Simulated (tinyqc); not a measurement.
Adding atomic layers: valley splitting of a silicon quantum well in envelope theory.

The well lies at 0 < z < L; U(z) = V0 [1/(1 + exp(z/w)) + 1/(1 + exp((L - z)/w))] - e F z, 1 mV/nm = 1e-4 eV/angstrom. The envelope psi solves -(c/ml) psi'' + U psi = E psi, c = hbar^2/2m0, by three-point differences on a grid of 0.1 angstrom from -40 to L + 40 angstrom. The two valleys at +/- k0 couple through D = C0 times the integral of exp(-i q z) U(z) psi^2, q = 2 k0 (2 pi/a), and split by Ev = 2|D|.

Constants: hbar^2/2m0 = 3.80998211 eV angstrom^2.

Parameters, chosen for this exercise (near those of a strained Si well in SiGe; the results hold for these values, not for the real material): V0 = 0.17 eV (conduction offset); ml = 0.916 m0 (mass along z); F = 7.1 mV/nm (field pressing towards the upper interface); k0 = 0.828 2 pi/a (valley position); a = 5.431 angstrom (lattice constant); C0 = 0.234 (Bloch overlap factor); Ls = (80, 81.4, 82.7, 84.1, 85.4, 86.8, 88.1, 89.5) angstrom (widths in steps of one atomic layer, a/4, rounded to the grid); F2 = 0 mV/nm (second field, zero or weak); w1 = 0.7 angstrom (interface width for this table).

The smooth splitting Ev = 2|D| with w = w1, at the field F2 and at F.

Results:
```
L (angstrom)  q L mod 2 pi  Ev at F2 (micro-eV)  Ev at F (micro-eV)
80.0                  2.47                 2.64                22.0
81.4                  5.15                 6.56                22.1
82.7                  1.36                 1.06                22.0
84.1                  4.04                 5.61                22.1
85.4                  0.25                 3.86                22.1
86.8                  2.93                 3.24                22.0
88.1                  5.42                 5.14                22.1
89.5                  1.82                0.319                22.0
```

What does the comparison show, and why?

At F2 the splitting swings between 0.319 and 6.56 micro-eV, a ratio of 20.6, as the two interfaces add with the phase q L, which advances on average by 2.60 rad a layer. At F the ratio is 1.00, where in the first row psi^2 at the upper interface is 301 times that at the lower one: one interface dominates and the interference fades.

Program tinyqc; command `OMP_NUM_THREADS=1 python tinyqc.py 1281948 1281949 out.jsonl`; about 0.07 s on one thread of a shared Intel(R) Xeon(R) Processor @ 2.30GHz.
